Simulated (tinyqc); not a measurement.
Worked calculation: valley splitting of a silicon quantum well in envelope theory. Values are carried at full precision from step to step, so a last printed digit may differ when a step is redone from the rounded ones.

Constants: hbar^2/2m0 = 3.80998211 eV angstrom^2; kB = 8.617333262e-05 eV/K.

Parameters, chosen for this exercise (near those of a strained Si well in SiGe; not measured data):

| symbol | value | unit | meaning |
|---|---|---|---|
| k0 | 0.831 | 2 pi/a | valley position |
| a | 5.431 | angstrom | lattice constant |
| ml | 0.93 | m0 | mass along z |
| F | 11 | mV/nm | field pressing towards the upper interface |
| w | 0.4 | angstrom | interface width parameter |
| L | 80 | angstrom | well width |
| V0 | 0.14 | eV | conduction offset |
| C0 | 0.258 |  | Bloch overlap factor |
| Yb | 0.22 |  | Ge share of the barrier |
| Yw | 0 |  | Ge share of the well |
| ad | 160 | angstrom | dot radius |

## Wave number and lengths

q = 2 k0 (2 pi/a), its wavelength, the field length (c/(ml e F))^(1/3) with c = hbar^2/2m0 and 1 mV/nm = 1e-4 eV/angstrom, and the damping factor y/sinh(y), y = pi q w, of a step smoothed as 1/(1 + exp(z/w)).

q = 1.9228 1/angstrom
wavelength = 3.268 angstrom
field length = 15.5 angstrom
damping factor = 0.435

## The envelope

The well lies at 0 < z < L; U(z) = V0 [1/(1 + exp(z/w)) + 1/(1 + exp((L - z)/w))] - e F z, 1 mV/nm = 1e-4 eV/angstrom. The envelope psi solves -(c/ml) psi'' + U psi = E psi, c = hbar^2/2m0, by three-point differences on a grid of 0.1 angstrom from -40 to L + 40 angstrom. The two valleys at +/- k0 couple through D = C0 times the integral of exp(-i q z) U(z) psi^2, q = 2 k0 (2 pi/a), and split by Ev = 2|D|.

Two lowest levels, mean position, and psi^2 at both interfaces.

levels (meV): -54.33  -24.69

<z> = 61.7 angstrom
psi^2 at z = 0 and L (1/angstrom): 1.37e-06  0.00774

The field makes psi^2 at the upper interface 5.65e+03 times that at the lower one. The orbital spacing is 29.6 meV.

## Contributions to the coupling

Split D into the lower barrier, the upper barrier and the field term.

Parts of D (micro-eV):

| part | real | imaginary | size |
|---|---|---|---|
| lower barrier | 0.006 | 0.010 | 0.011 |
| upper barrier | -31.186 | 55.938 | 64.044 |
| field term | -0.465 | 0.619 | 0.774 |

## Valley splitting and phase

The inter-valley coupling D is the sum of the complex parts; Ev = 2|D|, the valley phase is arg D, and kB T equals Ev at T = Ev/kB.

Ev = 130 micro-eV
phase = 2.08 rad
T = 1.5 K

The upper barrier gives the largest part.

## Alloy disorder

Random alloy: with Y(z) = Yw + (Yb - Yw) B(z), B the bracket in U, and in-plane density exp(-r^2/ad^2)/(pi ad^2), D gains a random complex part of variance sigma^2 = (C0^2/pi)(a^2 V0/(8 ad (Yb - Yw)))^2 (4/a) times the integral of psi^4 Y (1 - Y). Alone it gives a mean splitting sqrt(pi) sigma; together with the smooth part the rms splitting is 2 sqrt(|D|^2 + sigma^2).

Give the integral, sigma, the mean splitting from disorder alone and the rms total.

integral = 1.95e-05 1/angstrom
sigma = 8.1 micro-eV
sqrt(pi) sigma = 14.3 micro-eV
rms splitting = 130.6 micro-eV

|D|/sigma = 8.02: the smooth part dominates, and the splitting scatters from dot to dot by about sqrt2 sigma, 9 % of Ev; this needs interfaces sharper than most grown wells have.

## Checks

- Lowest level for sharp walls and no field against the square well, meV: both 4.9.
- Size of one barrier part in that case against C0 V0 psi(0)^2/sqrt(q^2 + 4 kappa^2), micro-eV: both 14.

tinyqc: `OMP_NUM_THREADS=1 python tinyqc.py 1280066 1280067 out.jsonl`; about 0.07 s, one thread, shared Intel(R) Xeon(R) Processor @ 2.30GHz.
